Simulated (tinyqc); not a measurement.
Six-band Luttinger-Kohn model with strain: one step. Levels and their make-up. Three cases, with inputs chosen for the exercise.

Problem. Diagonalise H. The weights add +m and -m and are averaged over each pair; m is taken along z.

Case 1.

H(k) (eV), rows 3/2,3/2, 3/2,1/2, 3/2,-1/2, 3/2,-3/2, 1/2,1/2, 1/2,-1/2 and columns alike:
$$\begin{pmatrix}
-0.004966 & -0.002187-0.014215i & -0.016942+0.044543i & 0 & -0.001546-0.010052i & -0.023960+0.062994i \\
-0.002187+0.014215i & -0.052838 & 0 & -0.016942+0.044543i & -0.033850 & 0.002678+0.017410i \\
-0.016942-0.044543i & 0 & -0.052838 & 0.002187+0.014215i & 0.002678-0.017410i & 0.033850 \\
0 & -0.016942-0.044543i & 0.002187-0.014215i & -0.004966 & 0.023960+0.062994i & -0.001546+0.010052i \\
-0.001546+0.010052i & -0.033850 & 0.002678+0.017410i & 0.023960-0.062994i & -0.814902 & 0 \\
-0.023960-0.062994i & 0.002678-0.017410i & 0.033850 & -0.001546-0.010052i & 0 & -0.814902
\end{pmatrix}$$

Case 2.

H(k) (eV), rows 3/2,3/2, 3/2,1/2, 3/2,-1/2, 3/2,-3/2, 1/2,1/2, 1/2,-1/2 and columns alike:
$$\begin{pmatrix}
-0.026495 & 0 & 0.001177+0.006984i & 0 & 0 & 0.001665+0.009878i \\
0 & -0.005900 & 0 & 0.001177+0.006984i & 0.014563 & 0 \\
0.001177-0.006984i & 0 & -0.005900 & 0 & 0 & -0.014563 \\
0 & 0.001177-0.006984i & 0 & -0.026495 & -0.001665+0.009878i & 0 \\
0 & 0.014563 & 0 & -0.001665-0.009878i & -0.125198 & 0 \\
0.001665-0.009878i & 0 & -0.014563 & 0 & 0 & -0.125198
\end{pmatrix}$$

Case 3.

H(k) (eV), rows 3/2,3/2, 3/2,1/2, 3/2,-1/2, 3/2,-3/2, 1/2,1/2, 1/2,-1/2 and columns alike:
$$\begin{pmatrix}
-0.004030 & -0.003592-0.047899i & -0.016904+0.003342i & 0 & -0.002540-0.033870i & -0.023905+0.004726i \\
-0.003592+0.047899i & -0.144193 & 0 & -0.016904+0.003342i & -0.099110 & 0.004400+0.058664i \\
-0.016904-0.003342i & 0 & -0.144193 & 0.003592+0.047899i & 0.004400-0.058664i & 0.099110 \\
0 & -0.016904-0.003342i & 0.003592-0.047899i & -0.004030 & 0.023905+0.004726i & -0.002540+0.033870i \\
-0.002540+0.033870i & -0.099110 & 0.004400+0.058664i & 0.023905-0.004726i & -0.185111 & 0 \\
-0.023905-0.004726i & 0.004400-0.058664i & 0.099110 & -0.002540-0.033870i & 0 & -0.185111
\end{pmatrix}$$

Give: levels from the top, each twofold; weights.

Solution.

Case 1.

levels from the top, each twofold (eV): [0.0327, -0.0832, -0.8222]

weights, rows |3/2,+-3/2>, |3/2,+-1/2>, |1/2,+-1/2>; columns top, second, third:
$$\begin{pmatrix}
0.717 & 0.276 & 0.007 \\
0.275 & 0.723 & 0.002 \\
0.007 & 0.001 & 0.991
\end{pmatrix}$$

The top pair is 72 % |3/2,+-3/2>, the second pair is 72 % |3/2,+-1/2> and the third pair is 99 % |1/2,+-1/2>.

Case 2.

levels from the top, each twofold (eV): [-0.0027, -0.0268, -0.1281]

weights, rows |3/2,+-3/2>, |3/2,+-1/2>, |1/2,+-1/2>; columns top, second, third:
$$\begin{pmatrix}
0.061 & 0.928 & 0.011 \\
0.930 & 0.055 & 0.015 \\
0.009 & 0.018 & 0.973
\end{pmatrix}$$

The top pair is 93 % |3/2,+-1/2>, the second pair is 93 % |3/2,+-3/2> and the third pair is 97 % |1/2,+-1/2>.

Case 3.

levels from the top, each twofold (eV): [0.0150, -0.0528, -0.2955]

weights, rows |3/2,+-3/2>, |3/2,+-1/2>, |1/2,+-1/2>; columns top, second, third:
$$\begin{pmatrix}
0.882 & 0.072 & 0.045 \\
0.098 & 0.499 & 0.404 \\
0.020 & 0.429 & 0.551
\end{pmatrix}$$

The top pair is 88 % |3/2,+-3/2>, the second pair is 50 % |3/2,+-1/2> and the third pair is 55 % |1/2,+-1/2>.

Computed by tinyqc, one run a case: `OMP_NUM_THREADS=1 python tinyqc.py N N+1 out.jsonl` with N = 1051070, 1051092, 1051130; one thread of a shared Intel(R) Xeon(R) Processor @ 2.30GHz, about 0.06 s a run at most.
